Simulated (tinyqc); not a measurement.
One-dimensional ballistic tunnel FET, two-band WKB: two steps of the calculation.

A p-type source for x < 0 with its Fermi level at 0 and its valence edge at ds; in the channel the bands fall as D exp(-x/lam) towards their flat values, with the conduction edge at Ec = ds - dP and D = dP + Eg. The gate moves dP one to one. The drain Fermi level lies at -Vd and the drain side reflects nothing. For w = E - Ec between 0 and dP an electron crosses the gap. Two-band dispersion with equal masses m: inside the gap kappa = sqrt(m u (1 - u/Eg)/C), u the distance from a band edge, C = hbar^2/(2 m0).

Inputs (values chosen for the exercise); band and dielectric values those of a made-up semiconductor:
- Eg = 0.449 eV (band gap)
- m = 0.02 m0 (band-edge mass of the two-band model)
- lam = 4.1 nm (screening length of the source junction)
- dP = 0.21 eV (tunnelling window Ev(source) - Ec(channel))
- w0 = 0.15 eV (energy above the channel conduction edge)
- nc = 10 (cells of the path)

Constants: q = 1.602176634e-19 C, hbar = 1.054571817e-34 J s, m0 = 9.1093837015e-31 kg, hbar^2/(2 m0) = 0.0380998212 eV nm^2. Results are converted to the units shown.

Task 1. The path through the gap by the midpoint rule. At w = w0 the path runs from xa = lam ln(D/(w + Eg)) to xb = lam ln(D/w); u(x) = w + Eg - D exp(-x/lam) is the height above the valence edge. Cut it into nc equal cells: S = 2 (cell width) times the sum of kappa at the centres.

Give: xa; xb; x; u; kappa; S.

Result 1.

xa = 0.3914 nm
xb = 6.068 nm

```
cell  x (nm)  u (eV)  kappa (1/nm)
0      0.675  0.0401        0.1384
1      1.243  0.1123        0.2103
2      1.811  0.1753        0.2368
3      2.378  0.2301        0.2427
4      2.946  0.2778        0.2358
5      3.514  0.3193        0.2200
6      4.081  0.3555        0.1972
7      4.649  0.3870        0.1675
8      5.217  0.4144        0.1295
9      5.785  0.4382        0.0742
```

S = 2.103

Task 2. The exponent in closed form. S(w) = 2 lam int_0^Eg kappa(u) du/(w + Eg - u) = 2 pi lam sqrt(m/(C Eg)) [w + Eg/2 - sqrt(w (w + Eg))], T(w) = exp(-S). The common triangular estimate is S = (4/3) lam sqrt(m/C) Eg^1.5/(dP + Eg) for all w.

Wanted: S(w0); T(w0); triangular S.

Result 2.

S(w0) = 2.0821
T(w0) = 0.12467
triangular S = 1.8083

Computed by the program tinyqc: `OMP_NUM_THREADS=1 python tinyqc.py 2620009 2620010 out.jsonl`, one thread of a shared Intel Xeon 2.30GHz, about 0.01 s for the whole run.
